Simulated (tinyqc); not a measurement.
Stark shift: stepped quantum well by finite differences.

Finite differences on points z_i at the centres of cells of width h: H_ii = (c/h^2)(1/m_(i-1/2) + 1/m_(i+1/2)) + V_i, H_(i,i+1) = -(c/h^2)/m_(i+1/2), where m_(i+1/2) is the mean of the masses at the two points (the end values are repeated outwards), psi = 0 on the points beyond both ends, c = hbar^2/2m0. The field adds e F (z - z0) with z0 the middle of the structure; 1 kV/cm = 1e-5 eV/angstrom.

Constants: hbar^2/2m0 = 3.80998211 eV angstrom^2.

Inputs chosen for the exercise (out of a larger set: near those of a non-polar GaN well in AlGaN; not measured data): layers = ((28, 0.555, 0.244), (14, 0, 0.194), (21, 0.255, 0.217), (28, 0.555, 0.244)) (each layer: thickness in angstrom, band edge in eV, mass in m0); hf = 0.4375 angstrom (cell width of the fine grid); Fs = (0, 66.7, 133, 200, 267, 333, 400) kV/cm (fields).

Fine grid. Perturbation theory: dE1 = e F z_11 - beta (e F)^2 with beta = sum_j z_1j^2/(E_j - E_1) over the 13 next levels at zero field, z from z0.

Levels against field:

| F (kV/cm) | E1 (eV) | E2 (eV) | dE1 (meV) | second order (meV) | <z - z0> (angstrom) | E2 - E1 (meV) |
|---|---|---|---|---|---|---|
| 0 | 0.1947 | 0.4405 | 0.00 | 0.00 | -7.0 | 245.8 |
| 66.7 | 0.1899 | 0.4443 | -4.79 | -4.80 | -7.3 | 254.5 |
| 133 | 0.1849 | 0.4478 | -9.76 | -9.78 | -7.6 | 262.9 |
| 200 | 0.1797 | 0.4509 | -14.97 | -15.02 | -7.9 | 271.2 |
| 333 | 0.1688 | 0.4553 | -25.84 | -26.08 | -8.4 | 286.5 |
| 400 | 0.1631 | 0.4565 | -31.57 | -31.97 | -8.7 | 293.4 |

Give the missing row, F (kV/cm) = 267.

Computed row:
```
F (kV/cm)  E1 (eV)  E2 (eV)  dE1 (meV)  second order (meV)  <z - z0> (angstrom)  E2 - E1 (meV)
267         0.1743   0.4534     -20.36              -20.49                 -8.2          279.1
```

z_11 = -7.03 angstrom
beta = 240.3 angstrom^2/eV

The state sits -7.0 angstrom off the middle at zero field, so the shift starts linearly in F. At 400 kV/cm E1 has moved by -31.57 meV, where second order gives -31.97 meV; they differ by 1.3 % there. The electron moves by -1.6 angstrom, against the rise of the potential. From 267 kV/cm on E2 lies above the lowest point of the outer barrier, so it is a resonance or a state of the finite grid, held or pushed up by its ends. E2 - E1 grows with the field; the ends are 245.8 and 293.4 meV.

tinyqc: `OMP_NUM_THREADS=1 python tinyqc.py 1251529 1251530 out.jsonl`; about 0.02 s, one thread, shared Intel(R) Xeon(R) Processor @ 2.30GHz.
